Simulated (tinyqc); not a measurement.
From results back to parameters: inversion layer as a triangular well, valleys of the Si type. Two cases, with inputs chosen for the exercise.

Problem. The spacing of the two lowest levels of one ladder was computed from a hidden sheet density Ns.

The field is taken as constant, e F = 4 pi (e^2/4 pi eps0)(Nd + eta Ns)/eps, with 1e12/cm^2 = 1e-4/angstrom^2, and the oxide as a hard wall at z = 0; c = hbar^2/2m0.

Level j of a valley lies at E_j = a_j (c (e F)^2/m_z)^(1/3) above the band edge at the surface, with the Airy zeros a_j = 2.338107, 4.087949, 5.520560, 6.786708, 7.944134, 9.022651, 10.040174, 11.008524, 11.936016, 12.828777, and has <z> = 2 E_j/(3 e F).

Constants: hbar^2/2m0 = 3.80998211 eV angstrom^2; e^2/(4 pi eps0) = 14.39964547 eV angstrom.

Find: F; Ns.

Method. e F = sqrt(m_z/c) [(E_1 - E_0)/(a_1 - a_0)]^(3/2), with a_0 and a_1 the first two zeros; then Ns = (eps e F/(4 pi e^2/4 pi eps0) - Nd)/eta.

Case 1.

Values chosen (near those of Si; shifted at random, so the results belong to these values and not to a real crystal): m_z = 0.3136 m0 (confinement mass); eps = 11.5 (dielectric constant); Nd = 1.1 x 1e12/cm^2 (depletion charge); eta = 0.5 (share of Ns in the effective field).

E_1 - E_0 = 109.3923 meV

Solution.

F = 0.4484 MV/cm
Ns = 3.50 x 1e12/cm^2

Case 2.

Values chosen (near those of Si; shifted at random, so the results belong to these values and not to a real crystal): m_z = 0.933 m0 (confinement mass); eps = 11.8 (dielectric constant); Nd = 0.49 x 1e12/cm^2 (depletion charge); eta = 0.75 (share of Ns in the effective field).

E_1 - E_0 = 66.0217 meV

Solution.

F = 0.3627 MV/cm
Ns = 2.50 x 1e12/cm^2

Computed by tinyqc, one run a case: `OMP_NUM_THREADS=1 python tinyqc.py N N+1 out.jsonl` with N = 1250664, 1250694; one thread of a shared Intel(R) Xeon(R) Processor @ 2.30GHz, about 0.04 s a run at most.
